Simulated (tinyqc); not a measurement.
# MOS structure on a p-type body with a doping step (retrograde), non-linear Poisson equation by Newton steps: effect of the depth of the doping step on threshold, swing and body effect

One dimension, insulator interface at x = 0, acceptor density N1 for x < x1 and Na beyond, net doping C = -(acceptor density). psi is counted from the intrinsic level: n = ni exp((psi - Vb)/Vt), p = ni exp(-psi/Vt); deep in the body psi_b = -Vt ln(Na/ni). The gate acts through Cox = eps0 eox/tox and has the potential psi_G = Vg - (phiM - chi - Vt ln(Nc/ni)). Boltzmann statistics, full ionisation, classical densities, no oxide or interface charge.

ni = sqrt(Nc Nv) exp(-Eg/(2 Vt)), Eg in volts. The Poisson equation d/dx(eps0 eps_r dpsi/dx) = -q (p - n + C), with eps0 eps_r dpsi/dx = -Cox (psi_G - psi_0) at x = 0, is solved on a mesh of about 600 nodes or more. N_inv is the integral of n less its value deep in the body. VT is the Vg at which N_inv = 2e11 cm^-2. m = 1/(dpsi_0/dVg) at N_inv = 1e8 cm^-2; the swing is the Vg between N_inv = 1e8 and 1e9 cm^-2; body coefficient [VT(Vb + 0.05 V) - VT(Vb)]/0.05 V - 1.

Inputs (values chosen for the exercise); band and dielectric values close to those of silicon: temperature T = 350 K; band gap Eg = 1.14 eV; relative permittivity eps_r = 11.7; conduction-band density of states at T Nc = 3.57e19 cm^-3; valence-band density of states at T Nv = 3.4e19 cm^-3; electron affinity chi = 4.02 eV; acceptor density deep in the body Na = 6e15 cm^-3; relative permittivity of the gate insulator (close to silicon dioxide) eox = 3.9; insulator thickness tox = 1.9 nm; gate work function phiM = 4.13 eV; electron quasi-Fermi potential against the body Vb = 0.6 V; acceptor density above the step N1 = 1.8e15 cm^-3.

Constants: q = 1.602176634e-19 C, kB = 1.380649e-23 J/K, Vt = kB T/q, eps0 = 8.8541878128e-14 F/cm where lengths are in cm. Results are converted to the units shown.

Result of one run:
```
x1 (nm)	VT (V)	psi_0 - psi_b at VT (V)	m - 1	swing (mV/decade)	body coefficient
320	0.605	1.34	0.0107	71.6	0.0202
```

What becomes of these results when the depth of the doping step x1 is changed from 320 to 100 nm, all else the same?

Result of the changed run:
```
x1 (nm)	VT (V)	psi_0 - psi_b at VT (V)	m - 1	swing (mV/decade)	body coefficient
100	0.616	1.34	0.0120	71.5	0.0204
```

The whole series:
```
x1 (nm)	VT (V)	psi_0 - psi_b at VT (V)	m - 1	swing (mV/decade)	body coefficient
32	0.620	1.34	0.0121	71.4	0.0200
48	0.619	1.34	0.0121	71.4	0.0201
70	0.618	1.34	0.0121	71.5	0.0202
100	0.616	1.34	0.0120	71.5	0.0204
150	0.613	1.34	0.0118	71.5	0.0206
220	0.610	1.34	0.0114	71.6	0.0206
320	0.605	1.34	0.0107	71.6	0.0202
```

As x1 goes from 32 to 320, VT falls from 0.620 to 0.605 V, the swing stays near 71.5 mV/decade and the body coefficient goes from 0.0200 through a maximum of 0.0206 (at x1 = 220 among the rows listed) to 0.0202. The swing stays within 2.0 % of m Vt ln 10, and the body coefficient within 0.0096 of m - 1.

Computed by the program tinyqc: `OMP_NUM_THREADS=1 python tinyqc.py 2080168 2080169 out.jsonl`, one thread of a shared Intel Xeon 2.30GHz, about 0.5 s for the whole run.
